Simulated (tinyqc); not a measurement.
# Frequency dispersion of an accumulation capacitance by border traps, distributed model: capacitance and loss against frequency

Traps spread evenly through the insulator exchange electrons with the semiconductor by tunnelling, with tau(x) = t0 exp(2 ka x) at depth x from the interface. The admittance per area Y seen at depth x obeys dY/dx = -Y^2/(i w eps0 eox) + q Nb ln(1 + i w tau)/tau, with Y(0) = i w Cs and w = 2 pi f; the gate sees Y(tox) = G + i w C. Working variable y = Y/(i w), in uF/cm^2. Cox = eps0 eox/tox.

Cox; trap-free value 1/(1/Cox + 1/Cs); response depth d = ln(1/(w t0))/(2 ka), where w tau = 1; lumped estimate: all traps within d act as C_bt = q Nb d placed at d/2, so C = 1/{1/[1/(1/Cs + d/(2 eps0 eox)) + C_bt] + (tox - d/2)/(eps0 eox)}. C and G from a fine integration; dispersion -d C/d log10 f over C, from f times and over 1.1. For a broad spread of time constants G/w is close to -(pi/2) dC/d ln w.

Values chosen for this exercise; permittivity close to that of aluminium oxide:
- eox = 8.56 (relative permittivity of the insulator)
- tox = 9.8 nm (insulator thickness)
- Cs = 1.9 uF/cm^2 (semiconductor capacitance in accumulation)
- Nb = 1.8e19 cm^-3 eV^-1 (density of border traps)
- ka = 3.7 1/nm (decay constant of the wave function in the insulator)
- t0 = 2e-11 s (time constant of a trap at the interface)

Constants: q = 1.602176634e-19 C, eps0 = 8.8541878128e-14 F/cm where lengths are in cm. Results are converted to the units shown.

The same in every row: trap-free C (uF/cm^2) = 0.5497.

Result of one run:
```
f (Hz),d (nm),C (uF/cm^2),G/w (uF/cm^2),dispersion (% a decade),-(pi/2) dC/d ln w (uF/cm^2),lumped C (uF/cm^2)
1e5,1.525,0.6002,0.007776,1.898,0.007772,0.5939
```

What becomes of these results when the frequency f is changed from 1e5 to 10 Hz, all else the same?

Result of the changed run:
```
f (Hz),d (nm),C (uF/cm^2),G/w (uF/cm^2),dispersion (% a decade),-(pi/2) dC/d ln w (uF/cm^2),lumped C (uF/cm^2)
10,2.770,0.6525,0.01016,2.282,0.01016,0.6398
```

The whole series:
```
f (Hz),d (nm),C (uF/cm^2),G/w (uF/cm^2),dispersion (% a decade),-(pi/2) dC/d ln w (uF/cm^2),lumped C (uF/cm^2)
10,2.770,0.6525,0.01016,2.282,0.01016,0.6398
100,2.458,0.6381,0.009518,2.186,0.009513,0.6276
1000,2.147,0.6246,0.008909,2.090,0.008905,0.6158
10000,1.836,0.6120,0.008330,1.994,0.008326,0.6046
1e5,1.525,0.6002,0.007776,1.898,0.007772,0.5939
1e6,1.214,0.5892,0.007245,1.802,0.007242,0.5837
1e7,0.9026,0.5789,0.006732,1.704,0.006731,0.5741
```

C falls from 0.6525 to 0.5789 uF/cm^2, towards the trap-free 0.5497; each decade of frequency removes ln 10/(2 ka) = 0.311 nm from the response depth. The dispersion falls from 2.28 to 1.70 % a decade and G/w falls from 0.0102 to 0.00673 uF/cm^2. G/w stays at 1.00 times -(pi/2) dC/d ln w, the relation for a broad spread of time constants.

Computed by the program tinyqc: `OMP_NUM_THREADS=1 python tinyqc.py 2202177 2202178 out.jsonl`, one thread of a shared Intel Xeon 2.30GHz, about 0.5 s for the whole run.
